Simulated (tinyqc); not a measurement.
Changing the reverse bias V_r: Schottky barrier with interface states (Cowley-Sze model), image lowering and contact resistance. Computed by tinyqc, a small Python program. Command: `OMP_NUM_THREADS=1 python tinyqc.py 3000840 3000841 out.jsonl pinning sweep`. One thread of a shared host (Intel(R) Xeon(R) Processor @ 2.30GHz), about 0.02 s of CPU time with the checks.

An n-type semiconductor under a metal. The barrier lies between the Schottky-Mott limit phi_M - chi and the Bardeen limit E_g - E_n, E_n being the neutrality level of the interface states; the space-charge term of the full Cowley-Sze expression is left out.

Inputs (values chosen for the exercise, with gap, mass and screening modelled on CdTe):

| quantity | value | unit |
|---|---|---|
| gap E_g | 1.5 | eV |
| electron affinity chi | 4.33 | eV |
| metal work function phi_M | 5.58 | eV |
| neutrality level E_n above the valence band | 0.381 | eV |
| interface-state density D | 2.9e+13 | cm^-2 eV^-1 |
| dipole layer thickness delta | 0.29 | nm |
| dipole layer constant eps_i | 1 | - |
| dielectric constant eps_s | 9.83 | - |
| electron mass m_e | 0.0967 | m_0 |
| valleys M_c | 1 | - |
| donor density N | 1.6e+17 | cm^-3 |
| temperature T | 425 | K |

Pinning factor from: interface states.

Constants: e = 1.602176634e-19 C; eps_0 = 8.8541878128e-12 F/m; k_B = 8.617333262e-05 eV/K; m_0 = 9.1093837015e-31 kg; k_B = 1.380649e-23 J/K; h = 6.62607015e-34 J s.

Method:
- S = 1/(1 + e^2 D delta/(eps_i eps_0)); for D per eV, e^2 D is the number e x D in SI units, with 1 cm^-2 = 1e4 m^-2.
- phi_B = S (phi_M - chi) + (1 - S)(E_g - E_n); the hole barrier is E_g - phi_B.
- N_c = 2 M_c (2 pi m_e k_B T/h^2)^(3/2); xi = E_c - E_F solves N = N_c F_1/2(-xi/k_B T) (bisection; full ionisation).
- F_1/2(eta) = (2/sqrt(pi)) int_0^infinity sqrt(x)/(1 + exp(x - eta)) dx, by the trapezoid rule in t = sqrt(x) with step 0.02 up to t = 12 (for eta < -12 by exp(eta) - exp(2 eta)/2^(3/2)).
- V_bi = phi_B - xi; W = sqrt(2 eps_s eps_0 (V_bi + V_r - k_B T/e)/(e N)); field at the metal E_m = e N W/(eps_s eps_0); image lowering sqrt(e E_m/(4 pi eps_s eps_0)).
- A* = 4 pi e m_e M_c k_B^2/h^3 (a simple valley count); J_s = A* T^2 exp(-phi/k_B T).
- J_0 uses phi_B; the reverse current uses phi_B less the image lowering, times 1 - exp(-V_r/k_B T).

One run for each value:

| reverse bias V_r (V) | depletion width W (nm) | image lowering (eV) | thermionic reverse current (A/cm^2) | field E_m (V/cm) |
|---|---|---|---|---|
| 0.20 | 92.50 | 0.06317 | 1.5270e-07 | 2.7244e+05 |
| 0.41 | 99.91 | 0.06566 | 1.6410e-07 | 2.9427e+05 |
| 0.84 | 113.59 | 0.07000 | 1.8480e-07 | 3.3455e+05 |
| 1.70 | 136.90 | 0.07685 | 2.2281e-07 | 4.0321e+05 |
| 7.20 | 236.83 | 0.10108 | 4.3178e-07 | 6.9754e+05 |
| 15.00 | 330.24 | 0.11936 | 7.1126e-07 | 9.7264e+05 |
| 30.00 | 459.25 | 0.14076 | 1.2758e-06 | 1.3526e+06 |

Give the missing row, reverse bias V_r (V) = 3.50.

Computed row; columns: (1) reverse bias V_r (V); (2) depletion width W (nm); (3) image lowering (eV); (4) thermionic reverse current (A/cm^2); (5) field E_m (V/cm):
```
(1)      (2)      (3)         (4)         (5)
3.50  175.97  0.08713  2.9499e-07  5.1828e+05
```

Interpolating between the two neighbouring rows (the first column on a logarithmic scale, the others too where they are positive) misses most in thermionic reverse current (A/cm^2), by 5.2 %. Over the rows, depletion width W (nm) rises from 92.5 to 459 (exponent d ln y / d ln x 0.11 between the first rows and 0.48 between the last); image lowering (eV) rises from 0.0632 to 0.141 (exponent d ln y / d ln x 0.054 between the first rows and 0.24 between the last); thermionic reverse current (A/cm^2) rises from 1.53e-7 to 1.28e-6 (exponent d ln y / d ln x 0.10 between the first rows and 0.84 between the last). At the high end the exponent of depletion width W is 0.48, close to 0.50: W goes as sqrt(V_bi + V_r). At the high end the exponent of image lowering is 0.24, close to 0.25: the lowering goes as (V_bi + V_r)^(1/4).

Caution (rows 15.0, 30.0): the field is near or above breakdown for such a gap, so avalanche or tunnelling current would take over. Caution (rows 15.0, 30.0): the field is near breakdown.
